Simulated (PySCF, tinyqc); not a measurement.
CID on RHF in the sto-6g basis, frozen core, for BeH+, spin multiplicity 1, step by step. The lowest restricted solution is unstable here: a spin-polarised one lies 0.0788 hartree lower (PySCF). One step of it, computed by the program tinyqc.

Question. Orthogonalisation. S = U s U^T; symmetric (Loewdin) form X = U s^(-1/2) U^T, so that X^T S X = 1.

overlap S:
```
           1Be 1s    1Be 2s   1Be 2px   1Be 2py   1Be 2pz     2H 1s
1Be 1s   1.000000  0.254764  0.000000  0.000000  0.000000  0.004477
1Be 2s   0.254764  1.000000  0.000000  0.000000  0.000000  0.115788
1Be 2px  0.000000  0.000000  1.000000  0.000000  0.000000  0.000000
1Be 2py  0.000000  0.000000  0.000000  1.000000  0.000000  0.000000
1Be 2pz  0.000000  0.000000  0.000000  0.000000  1.000000  0.164715
2H 1s    0.004477  0.115788  0.000000  0.000000  0.164715  1.000000
```

Give: eigenvalues of S; X.

Answer.

eigenvalues of S: 0.7111  0.8537  1.0000  1.0000  1.1422  1.2930

X:
```
          1Be 1s   1Be 2s  1Be 2px  1Be 2py  1Be 2pz    2H 1s
1Be 1s    1.0257  -0.1338   0.0000   0.0000  -0.0014   0.0096
1Be 2s   -0.1338   1.0312   0.0000   0.0000   0.0077  -0.0615
1Be 2px   0.0000   0.0000   1.0000   0.0000   0.0000   0.0000
1Be 2py   0.0000   0.0000   0.0000   1.0000   0.0000   0.0000
1Be 2pz  -0.0014   0.0077   0.0000   0.0000   1.0105  -0.0845
2H 1s     0.0096  -0.0615   0.0000   0.0000  -0.0845   1.0159
```
